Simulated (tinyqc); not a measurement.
Strain, valley repopulation and piezoresistance in a many-valley conduction band. Changing the longitudinal mass m_l. Computed by tinyqc, a small Python program. Command: `OMP_NUM_THREADS=1 python tinyqc.py 3013675 3013676 out.jsonl valleys sweep`. One thread of a shared host (Intel(R) Xeon(R) Processor @ 2.30GHz), about 0.04 s of CPU time with the checks.

Valleys are ellipsoids with mass m_l along the axis a and m_t across it, parabolic, with one constant relaxation time; strain shifts the valleys and leaves the masses alone. Currents are taken along [111], along the load, and along [1-10], across the load.

Inputs (values chosen for the exercise, modelled on germanium):
```
quantity                               value    unit
transverse mass m_t                   0.0797     m_0
shear deformation potential Xi_u        16.5      eV
dilation deformation potential Xi_d     -4.4      eV
C11                                      128     GPa
C12                                     47.9     GPa
C44                                     67.7     GPa
stress X (tension positive)              -47     MPa
electron density n                   1.4e+15  1/cm^3
relaxation time tau                       99      fs
temperature T                            300       K
```

Valley axes: <111> (4 valleys). Load: uniaxial [111].

Constants: k_B = 8.617333262e-05 eV/K; m_0 = 9.1093837015e-31 kg; k_B = 1.380649e-23 J/K; hbar = 1.054571817e-34 J s; e = 1.602176634e-19 C.

Method:
- Compliances S11 = (C11 + C12)/((C11 - C12)(C11 + 2 C12)), S12 = -C12/((C11 - C12)(C11 + 2 C12)), S44 = 1/C44; stress sigma_ij = X n_i n_j for the unit vector n of the load; e_xx = S11 sigma_xx + S12 (sigma_yy + sigma_zz), e_xy = S44 sigma_xy/2 (tensor strain).
- Herring-Vogt shift of a valley with unit axis a: dE = Xi_d tr(e) + Xi_u a.e.a.
- Each of the 4 valleys holds n_v = N_v (2/sqrt(pi)) F_1/2((E_F - dE_v)/(k_B T)), N_v = 2 (m_d k_B T/(2 pi hbar^2))^(3/2), m_d = (m_l m_t^2)^(1/3); E_F solves sum n_v = n and is counted from the unstrained edge.
- F_j(eta) = int_0^infinity x^j/(1 + exp(x - eta)) dx, without a gamma-function factor. It is evaluated after integrating by parts.
- Integrals over x = E/(k_B T) use 160 Gauss-Legendre points in u = sqrt(x) from 0 to sqrt(max(eta, 0) + 32).
- Mobility tensor mu = e tau sum_v (n_v/n) [1/m_t + (1/m_l - 1/m_t) a a^T]; unstrained mu_0 = e tau (1/m_l + 2/m_t)/3; resistivity along d from the inverse tensor, rho_d = d.mu^-1.d/(n e), mobility along d = 1/(d.mu^-1.d); gauge pi_d = (rho_d/rho_0 - 1)/X.

One run for each value; columns: (1) longitudinal mass m_l (m_0); (2) resistance change along the first direction (%); (3) resistance change along the second direction (%); (4) unstrained mobility mu_0 (cm^2/(V s)):
```
(1)       (2)      (3)     (4)
0.096  0.6229  -0.3086  2061.1
0.140  1.7604  -0.8576  1871.1
0.320  3.5688  -1.6937  1637.9
0.480  4.1379  -1.9481  1577.4
0.710  4.5343  -2.1228  1538.2
1.100  4.8428  -2.2574  1509.3
1.600  5.0246  -2.3362  1492.8
```

Give the missing row, longitudinal mass m_l (m_0) = 0.210.

Computed row; columns: (1) longitudinal mass m_l (m_0); (2) resistance change along the first direction (%); (3) resistance change along the second direction (%); (4) unstrained mobility mu_0 (cm^2/(V s)):
```
(1)       (2)      (3)     (4)
0.210  2.7654  -1.3276  1732.9
```

Interpolating between the two neighbouring rows (the first column on a logarithmic scale, the others too where they are positive) misses most in resistance change along the first direction (%), by 10.0 %. Over the rows, resistance change along the first direction (%) rises from 0.623 to 5.02 (exponent d ln y / d ln x 2.8 between the first rows and 0.098 between the last); resistance change along the second direction (%) falls from -0.309 to -2.34 (exponent d ln y / d ln x 2.7 between the first rows and 0.092 between the last); unstrained mobility mu_0 (cm^2/(V s)) falls from 2060 to 1490 (exponent d ln y / d ln x -0.26 between the first rows and -0.029 between the last). Repopulation acts only through the mass anisotropy, (m_l - m_t)/(2 m_l + m_t), which tends to 1/2.
